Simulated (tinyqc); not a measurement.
# Worked calculation: polycrystalline film, grain-boundary barriers (Seto model)

Numbers from tinyqc (`OMP_NUM_THREADS=1 python tinyqc.py 2610103 2610104 out.jsonl`; about 0.01 s on one thread of a shared Intel Xeon 2.30GHz). Printed values are rounded.

One-dimensional grains of size Lg with donors N; each boundary has Qt acceptor-like traps per area at one level Et below the band edge. Trapped electrons qt deplete a width w = qt/N (both sides together) and raise a barrier Vb = q N w^2/(8 eps0 eps_r). Current crosses the barriers by thermionic emission at small bias. Abrupt depletion, full ionisation, Boltzmann statistics.

Values chosen for this exercise; values close to those of polycrystalline silicon:
- T = 300 K (temperature)
- eps_r = 11.7 (relative permittivity of the semiconductor)
- Lg = 30 nm (grain size)
- Qt = 3.4e12 cm^-2 (trap density at a boundary)
- N = 8.8e17 cm^-3 (donor density)
- mg = 100 cm^2/(V s) (mobility inside a grain)
- vc = 7.6e6 cm/s (collection velocity at the barrier)
- Nc = 2.8e19 cm^-3 (conduction-band density of states at T)
- Et = 0.45 eV (trap level below the band edge)

Constants: q = 1.602176634e-19 C, kB = 1.380649e-23 J/K, Vt = kB T/q, eps0 = 8.8541878128e-14 F/cm where lengths are in cm. Results are converted to the units shown.

## Critical doping and limits of the barrier

N* = Qt/Lg; fully depleted grains have Vb = q N Lg^2/(8 eps0 eps_r), filled traps Vb = q Qt^2/(8 eps0 eps_r N); the true barrier cannot exceed the smaller.

N* = 1.133333e18 cm^-3
Vb, fully depleted = 0.1531126 V
Vb, traps filled = 0.2539575 V

## Barrier, resistivity and effective mobility

Partly depleted grains: the density at the grain centre is n0 = N and qt = Qt/(1 + 2 (Nc/N) exp((Vb - Et)/Vt)). If that gives qt >= N Lg, the grains are fully depleted: qt = N Lg, w = Lg and n0 = 2 Nc exp((Vb - Et)/Vt)/(Qt/(N Lg) - 1). Resistivity: barriers rb = Vt exp(Vb/Vt)/(q n0 vc Lg), grain interior rg = (1 - w/Lg)/(q mg N); effective mobility 1/(q N (rb + rg)).

qt = 2.64e12 cm^-2
w = 30 nm
Vb = 0.1531126 V
n0 = 2.002119e15 cm^-3
rb = 1319.890 ohm cm
rg = 0 ohm cm
effective mobility = 0.005373647 cm^2/(V s)

The grains are fully depleted, 77.6 % of the traps are filled and the barriers give 100 % of the resistivity.
